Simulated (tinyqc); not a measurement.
Crystallisation kinetics and data retention of a phase-change cell: one step of the calculation.

Johnson-Mehl-Avrami-Kolmogorov law X = 1 - exp(-y^n), y = integral of k dt, k = (1/100 s) exp[-(Ec q/kB)(1/T - 1/T1)].

Problem. A heating ramp. T rises at the rate b. Start with y = k (kB Ta^2/(q Ec))/b, the integral from cold to Ta to leading order; over each step k is taken as exponential in T, so y gains (dT/b)(k2 - k1)/ln(k2/k1). dX/dt = n y^(n - 1) k exp(-y^n), listed as 0 once y^n exceeds 23.

Values chosen for this exercise; values of the order of Ge-Sb-Te and related chalcogenides:

| symbol | value | unit | meaning |
|---|---|---|---|
| Ec | 2.29 | eV | activation energy of crystallisation |
| T1 | 436 | K | temperature at which the rate k is 1/(100 s) |
| n | 3 |  | Avrami exponent |
| b | 5 | K/min | heating rate |
| Ta | 401 | K | start of the ramp table |
| dT | 5 | K | step of the table |
| m | 10 |  | steps |

Constants: q = 1.602176634e-19 C, kB = 1.380649e-23 J/K. Results are converted to the units shown.

Find: T; k; y; X; dX/dt.

Solution.

| point | T (K) | k (1/s) | y | X | dX/dt (1/s) |
|---|---|---|---|---|---|
| 0 | 401 | 4.893e-5 | 0.003553 | 4.486e-8 | 1.853e-9 |
| 1 | 406 | 1.107e-4 | 0.008092 | 5.299e-7 | 2.174e-8 |
| 2 | 411 | 2.454e-4 | 0.01824 | 6.072e-6 | 2.450e-7 |
| 3 | 416 | 5.338e-4 | 0.04051 | 6.648e-5 | 2.628e-6 |
| 4 | 421 | 0.001140 | 0.08845 | 6.916e-4 | 2.673e-5 |
| 5 | 426 | 0.002391 | 0.1898 | 0.006813 | 2.566e-4 |
| 6 | 431 | 0.004931 | 0.4003 | 0.06215 | 0.002223 |
| 7 | 436 | 0.01000 | 0.8305 | 0.4361 | 0.01167 |
| 8 | 441 | 0.01996 | 1.695 | 0.9923 | 0.001319 |
| 9 | 446 | 0.03922 | 3.406 | 1.000 | 0 |
| 10 | 451 | 0.07593 | 6.740 | 1.000 | 0 |

Range of the model: One Arrhenius rate is assumed; incubation, growth from the boundary and the non-Arrhenius kinetics of the supercooled liquid are left out.

Numbers from tinyqc (`OMP_NUM_THREADS=1 python tinyqc.py 2490022 2490023 out.jsonl`; about 0.04 s on one thread of a shared Intel Xeon 2.30GHz).
